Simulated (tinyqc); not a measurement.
Three-band tight binding of a dichalcogenide monolayer: one step. Closed forms at K and Gamma. Five cases, with inputs chosen for the exercise.

Problem. Three-band model of dz2 (level e1) and dxy, dx2-y2 (level e2), spin sz = +/-1; t1 and t2 drop out at these points. At K: e2 - (3/2)(t11 + t22) - 3 sqrt3 t12 + lam sz (valence), e1 - 3 t0 (conduction), e2 - (3/2)(t11 + t22) + 3 sqrt3 t12 - lam sz. At Gamma: e1 + 6 t0 (valence) and e2 + 3 (t11 + t22) -/+ lam.

Give: a table of point, band 1, band 2, band 3; smallest direct gap at K; Ev(K) - Ev(Gamma).

Case 1.

Values chosen (near a published set for monolayer WS2; shifted at random, so the results belong to these values and not to a real crystal): e1 = 1.136 eV (level of dz2); e2 = 2.278 eV (level of dxy and dx2-y2); t0 = -0.21 eV (hopping); t11 = 0.292 eV (hopping); t12 = 0.383 eV (hopping); t22 = -0.06 eV (hopping); lam = 0.213 eV (spin-orbit constant).

Solution.

Levels (eV):
```
point          band 1  band 2  band 3
K, spin up     0.1529  1.7660  3.7071
K, spin down  -0.2731  1.7660  4.1331
Gamma         -0.1240  2.7610  3.1870
```

smallest direct gap at K = 1.6131 eV
Ev(K) - Ev(Gamma) = 0.2769 eV

Of the two points, the valence band is higher at K, by 277 meV. The dz2 conduction state at K has no atomic orbital angular momentum (Lz = 0) and is not split at this order.

Case 2.

Values chosen (near a published set for monolayer WSe2; shifted at random, so the results belong to these values and not to a real crystal): e1 = 0.951 eV (level of dz2); e2 = 2.182 eV (level of dxy and dx2-y2); t0 = -0.202 eV (hopping); t11 = 0.265 eV (hopping); t12 = 0.326 eV (hopping); t22 = 0.034 eV (hopping); lam = 0.227 eV (spin-orbit constant).

Solution.

Levels (eV):
```
point          band 1  band 2  band 3
K, spin up     0.2666  1.5570  3.2004
K, spin down  -0.1874  1.5570  3.6544
Gamma         -0.2610  2.8520  3.3060
```

smallest direct gap at K = 1.2904 eV
Ev(K) - Ev(Gamma) = 0.5276 eV

Of the two points, the valence band is higher at K, by 528 meV. The dz2 conduction state at K has no atomic orbital angular momentum (Lz = 0) and is not split at this order.

Case 3.

Values chosen (near a published set for monolayer MoS2; shifted at random, so the results belong to these values and not to a real crystal): e1 = 1.053 eV (level of dz2); e2 = 2.108 eV (level of dxy and dx2-y2); t0 = -0.181 eV (hopping); t11 = 0.215 eV (hopping); t12 = 0.343 eV (hopping); t22 = 0.057 eV (hopping); lam = 0.072 eV (spin-orbit constant).

Solution.

Levels (eV):
```
point          band 1  band 2  band 3
K, spin up    -0.0103  1.5960  3.4103
K, spin down  -0.1543  1.5960  3.5543
Gamma         -0.0330  2.8520  2.9960
```

smallest direct gap at K = 1.6063 eV
Ev(K) - Ev(Gamma) = 0.0227 eV

Of the two points, the valence band is higher at K, by 23 meV. The dz2 conduction state at K has no atomic orbital angular momentum (Lz = 0) and is not split at this order.

Case 4.

Values chosen (near a published set for monolayer WSe2; shifted at random, so the results belong to these values and not to a real crystal): e1 = 0.934 eV (level of dz2); e2 = 2.153 eV (level of dxy and dx2-y2); t0 = -0.206 eV (hopping); t11 = 0.262 eV (hopping); t12 = 0.324 eV (hopping); t22 = 0.035 eV (hopping); lam = 0.23 eV (spin-orbit constant).

Solution.

Levels (eV):
```
point          band 1  band 2  band 3
K, spin up     0.2539  1.5520  3.1611
K, spin down  -0.2061  1.5520  3.6211
Gamma         -0.3020  2.8140  3.2740
```

smallest direct gap at K = 1.2981 eV
Ev(K) - Ev(Gamma) = 0.5559 eV

Of the two points, the valence band is higher at K, by 556 meV. The dz2 conduction state at K has no atomic orbital angular momentum (Lz = 0) and is not split at this order.

Case 5.

Values chosen (near a published set for monolayer MoTe2; shifted at random, so the results belong to these values and not to a real crystal): e1 = 0.604 eV (level of dz2); e2 = 1.97 eV (level of dxy and dx2-y2); t0 = -0.171 eV (hopping); t11 = 0.204 eV (hopping); t12 = 0.237 eV (hopping); t22 = 0.256 eV (hopping); lam = 0.109 eV (spin-orbit constant).

Solution.

Levels (eV):
```
point          band 1  band 2  band 3
K, spin up     0.1575  1.1170  2.4025
K, spin down  -0.0605  1.1170  2.6205
Gamma         -0.4220  3.2410  3.4590
```

smallest direct gap at K = 0.9595 eV
Ev(K) - Ev(Gamma) = 0.5795 eV

Of the two points, the valence band is higher at K, by 580 meV. The dz2 conduction state at K has no atomic orbital angular momentum (Lz = 0) and is not split at this order.

Computed by tinyqc, one run a case: `OMP_NUM_THREADS=1 python tinyqc.py N N+1 out.jsonl` with N = 1481367, 1481580, 1481821, 1481868, 1481893; one thread of a shared Intel(R) Xeon(R) Processor @ 2.30GHz, about 0.02 s a run at most.
